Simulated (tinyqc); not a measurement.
Implanted layer, carriers, mobility and sheet resistance: one step of the calculation.

An n-type layer from the surface x = 0 to the junction xj, N(x) = N0 exp(-(x - Rp)^2/(2 sg^2)). Local neutrality (no depletion at surface or junction, no spilling of carriers), intrinsic carriers neglected, full ionisation of active dopants.

Task. Junction depth and local values. xj = Rp + sg sqrt(2 ln(N0/Nb)); 10 equal steps from 0 to xj. Active dopant A = min(N, Ns); n = A - Nb; mobility mu = m1 + (m2 (T/300 K)^(-bt) - m1)/(1 + ((A + Nb)/Nr)^am).

Values chosen for this exercise; values close to those of nitrogen in 4H silicon carbide over a p-type background:
- T = 400 K (temperature)
- Nb = 3.2e15 cm^-3 (background doping of the opposite type)
- N0 = 8.5e18 cm^-3 (peak chemical concentration)
- m1 = 38.8 cm^2/(V s) (mobility limit at high doping)
- m2 = 951 cm^2/(V s) (mobility limit at low doping, at 300 K)
- Nr = 1.94e17 cm^-3 (reference doping of the mobility law)
- am = 0.598 (exponent of the mobility law)
- bt = 2.1 (temperature exponent of m2)
- Ns = 5.16e19 cm^-3 (solubility limit of active dopant)
- sg = 85 nm (straggle after annealing)
- Rp = 100 nm (projected range)

Wanted: xj; x; N; A; n; mu.

Result.

xj = 437.5 nm

```
point,x (nm),N (cm^-3),A (cm^-3),n (1e18 cm^-3),mu (cm^2/(V s))
0,0.0,4.255e18,4.255e18,4.252,104.3
1,43.8,6.829e18,6.829e18,6.825,89.90
2,87.5,8.409e18,8.409e18,8.406,84.49
3,131.3,7.944e18,7.944e18,7.941,85.91
4,175.0,5.758e18,5.758e18,5.755,94.74
5,218.8,3.202e18,3.202e18,3.199,114.5
6,262.5,1.366e18,1.366e18,1.363,152.8
7,306.3,4.473e17,4.473e17,0.444,220.0
8,350.0,1.123e17,1.123e17,0.109,316.3
9,393.8,2.165e16,2.165e16,0.018,410.9
10,437.5,3.200e15,3.200e15,0.000,464.4
```

The mobility runs from 84.5 to 464 cm^2/(V s).

Computed by the program tinyqc: `OMP_NUM_THREADS=1 python tinyqc.py 2110053 2110054 out.jsonl`, one thread of a shared Intel Xeon 2.30GHz, about 0.01 s for the whole run.
